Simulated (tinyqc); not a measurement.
Worked calculation: ROHF in the 6-31g basis, for H4, spin multiplicity 3. One step of it, computed by the program tinyqc.

Question. Iteration 8 (converged): orbitals. Diagonalise F' = X^T F X, C = X C', fill 3 alpha and 1 beta electrons from the bottom; D(s) = C_occ C_occ^T. Each column has its largest component positive (the first on a tie).

converged F (hartree), order 1H 1s, 1H 2s, 2H 1s, 2H 2s, 3H 1s, 3H 2s, 4H 1s, 4H 2s:
```
[[0.025894, -0.443756, -0.394218, -0.397298, -0.101767, -0.212221, -0.032878, -0.162983],
 [-0.443756, -0.337010, -0.397298, -0.360244, -0.212221, -0.270288, -0.162983, -0.257725],
 [-0.394218, -0.397298, 0.025894, -0.443756, -0.032878, -0.162983, -0.101767, -0.212221],
 [-0.397298, -0.360244, -0.443756, -0.337010, -0.162983, -0.257725, -0.212221, -0.270288],
 [-0.101767, -0.212221, -0.032878, -0.162983, 0.025894, -0.443756, -0.394218, -0.397298],
 [-0.212221, -0.270288, -0.162983, -0.257725, -0.443756, -0.337010, -0.397298, -0.360244],
 [-0.032878, -0.162983, -0.101767, -0.212221, -0.394218, -0.397298, 0.025894, -0.443756],
 [-0.162983, -0.257725, -0.212221, -0.270288, -0.397298, -0.360244, -0.443756, -0.337010]]
```

X, order 1H 1s, 1H 2s, 2H 1s, 2H 2s, 3H 1s, 3H 2s, 4H 1s, 4H 2s:
```
[[1.268404, -0.524916, -0.071515, 0.036059, 0.016451, 0.039307, 0.007655, 0.005691],
 [-0.524916, 1.896500, 0.036059, -0.818429, 0.039307, -0.422799, 0.005691, 0.175860],
 [-0.071515, 0.036059, 1.268404, -0.524916, 0.007655, 0.005691, 0.016451, 0.039307],
 [0.036059, -0.818429, -0.524916, 1.896500, 0.005691, 0.175860, 0.039307, -0.422799],
 [0.016451, 0.039307, 0.007655, 0.005691, 1.268404, -0.524916, -0.071515, 0.036059],
 [0.039307, -0.422799, 0.005691, 0.175860, -0.524916, 1.896500, 0.036059, -0.818429],
 [0.007655, 0.005691, 0.016451, 0.039307, -0.071515, 0.036059, 1.268404, -0.524916],
 [0.005691, 0.175860, 0.039307, -0.422799, 0.036059, -0.818429, -0.524916, 1.896500]]
```

Give: F' = X^T F X; orbital energies; coefficients C; D(alpha) after iteration 8; D(beta) after iteration 8.

Answer.

F' = X^T F X (hartree):
```
[[0.5484, -0.5864, -0.2780, -0.0835, 0.0042, -0.0689, 0.0525, -0.0104],
 [-0.5864, 0.2903, -0.0835, -0.1667, -0.0689, -0.1348, -0.0104, -0.0369],
 [-0.2780, -0.0835, 0.5484, -0.5864, 0.0525, -0.0104, 0.0042, -0.0689],
 [-0.0835, -0.1667, -0.5864, 0.2903, -0.0104, -0.0369, -0.0689, -0.1348],
 [0.0042, -0.0689, 0.0525, -0.0104, 0.5484, -0.5864, -0.2780, -0.0835],
 [-0.0689, -0.1348, -0.0104, -0.0369, -0.5864, 0.2903, -0.0835, -0.1667],
 [0.0525, -0.0104, 0.0042, -0.0689, -0.2780, -0.0835, 0.5484, -0.5864],
 [-0.0104, -0.0369, -0.0689, -0.1348, -0.0835, -0.1667, -0.5864, 0.2903]]
```

orbital energies (hartree): [-0.6329, -0.3376, -0.0307, 0.2426, 0.8466, 0.9119, 1.1678, 1.1870]

coefficients C, order 1H 1s, 1H 2s, 2H 1s, 2H 2s, 3H 1s, 3H 2s, 4H 1s, 4H 2s:
```
[[0.2007, 0.2466, 0.1680, 0.1395, -0.5952, 0.6178, -0.7043, -0.7155],
 [0.1910, 0.2569, 0.7188, 1.1844, 0.6665, -0.4306, 0.8201, 1.1960],
 [0.2007, 0.2466, -0.1680, -0.1395, -0.5952, 0.6178, 0.7043, 0.7155],
 [0.1910, 0.2569, -0.7188, -1.1844, 0.6665, -0.4306, -0.8201, -1.1960],
 [0.2007, -0.2466, 0.1680, -0.1395, 0.5952, 0.6178, -0.7043, 0.7155],
 [0.1910, -0.2569, 0.7188, -1.1844, -0.6665, -0.4306, 0.8201, -1.1960],
 [0.2007, -0.2466, -0.1680, 0.1395, 0.5952, 0.6178, 0.7043, -0.7155],
 [0.1910, -0.2569, -0.7188, 1.1844, -0.6665, -0.4306, -0.8201, 1.1960]]
```

D(alpha) after iteration 8, order 1H 1s, 1H 2s, 2H 1s, 2H 2s, 3H 1s, 3H 2s, 4H 1s, 4H 2s:
```
[[0.1293, 0.2224, 0.0728, -0.0191, 0.0077, 0.0958, -0.0487, -0.1458],
 [0.2224, 0.6192, -0.0191, -0.4142, 0.0958, 0.4872, -0.1458, -0.5462],
 [0.0728, -0.0191, 0.1293, 0.2224, -0.0487, -0.1458, 0.0077, 0.0958],
 [-0.0191, -0.4142, 0.2224, 0.6192, -0.1458, -0.5462, 0.0958, 0.4872],
 [0.0077, 0.0958, -0.0487, -0.1458, 0.1293, 0.2224, 0.0728, -0.0191],
 [0.0958, 0.4872, -0.1458, -0.5462, 0.2224, 0.6192, -0.0191, -0.4142],
 [-0.0487, -0.1458, 0.0077, 0.0958, 0.0728, -0.0191, 0.1293, 0.2224],
 [-0.1458, -0.5462, 0.0958, 0.4872, -0.0191, -0.4142, 0.2224, 0.6192]]
```

D(beta) after iteration 8, order 1H 1s, 1H 2s, 2H 1s, 2H 2s, 3H 1s, 3H 2s, 4H 1s, 4H 2s:
```
[[0.0403, 0.0383, 0.0403, 0.0383, 0.0403, 0.0383, 0.0403, 0.0383],
 [0.0383, 0.0365, 0.0383, 0.0365, 0.0383, 0.0365, 0.0383, 0.0365],
 [0.0403, 0.0383, 0.0403, 0.0383, 0.0403, 0.0383, 0.0403, 0.0383],
 [0.0383, 0.0365, 0.0383, 0.0365, 0.0383, 0.0365, 0.0383, 0.0365],
 [0.0403, 0.0383, 0.0403, 0.0383, 0.0403, 0.0383, 0.0403, 0.0383],
 [0.0383, 0.0365, 0.0383, 0.0365, 0.0383, 0.0365, 0.0383, 0.0365],
 [0.0403, 0.0383, 0.0403, 0.0383, 0.0403, 0.0383, 0.0403, 0.0383],
 [0.0383, 0.0365, 0.0383, 0.0365, 0.0383, 0.0365, 0.0383, 0.0365]]
```
